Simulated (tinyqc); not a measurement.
Plane-averaged potentials: correction of a charged-defect supercell by a model charge and potential alignment (plane-averaged potentials). Computed by tinyqc, a small Python program. Command: `OMP_NUM_THREADS=1 python tinyqc.py 3114190 3114191 out.jsonl align walk`. One thread of a shared host (Intel(R) Xeon(R) Processor @ 2.30GHz), about 0.01 s of CPU time with the checks.

The "true" defect charge is (1 - x) q in a Gaussian of width sigma plus x q in one of width sigma_t, so the exact answer is known; the correction sees only a single model Gaussian of width sigma_m. A Gaussian of width s has the transform rho(G) = exp(-G^2 s^2/2), normalised to 1. A uniform background cancels q, so G = 0 is left out. Potentials are those felt by a unit positive charge. E_0 is the formation energy of the isolated defect, E_cell its value in the supercell, E_lat = E_iso - E_per of the model charge, C the true less the model potential far from the defect; the exact correction is E_0 - E_cell, and the error of a scheme is E_cell plus its correction less E_0.

Inputs (values chosen for the exercise, with screening close to that of SiO2):

| quantity | value | unit |
|---|---|---|
| defect charge q | 3 | e |
| dielectric constant eps | 3.99 | - |
| edge of the cubic cell L | 16.5 | angstrom |
| width sigma of the true defect charge | 1.5 | angstrom |
| width sigma_m of the model charge | 1 | angstrom |
| share x of the charge in a wide tail | 0 | - |
| width sigma_t of the tail | 3.1 | angstrom |

Constants: e^2/(4 pi eps_0) = 14.39964548 eV angstrom.

Method. Plane-averaged potential at distance z from the defect: V(z) = (4 pi q/(eps L^3)) (e^2/(4 pi eps_0 e)) sum_(m != 0) rho(G_m) cos(G_m z)/G_m^2, G_m = 2 pi m/L, |m| <= 40.

Potentials (V):

| z/L | z (angstrom) | true | model | difference |
|---|---|---|---|---|
| 0.00 | 0.000 | 0.42216 | 0.50292 | -0.080754 |
| 0.05 | 0.825 | 0.38835 | 0.44898 | -0.060633 |
| 0.10 | 1.650 | 0.29872 | 0.32091 | -0.022195 |
| 0.15 | 2.475 | 0.18008 | 0.17554 | 0.004542 |
| 0.20 | 3.300 | 0.05790 | 0.04257 | 0.015330 |
| 0.25 | 4.125 | -0.05249 | -0.07075 | 0.018257 |
| 0.30 | 4.950 | -0.14468 | -0.16351 | 0.018834 |
| 0.35 | 5.775 | -0.21674 | -0.23566 | 0.018919 |
| 0.40 | 6.600 | -0.26827 | -0.28720 | 0.018929 |
| 0.45 | 7.425 | -0.29919 | -0.31812 | 0.018929 |
| 0.50 | 8.250 | -0.30950 | -0.32843 | 0.018929 |

The difference moves by 0.00 mV between z/L = 0.4 and 0.5: a plateau.
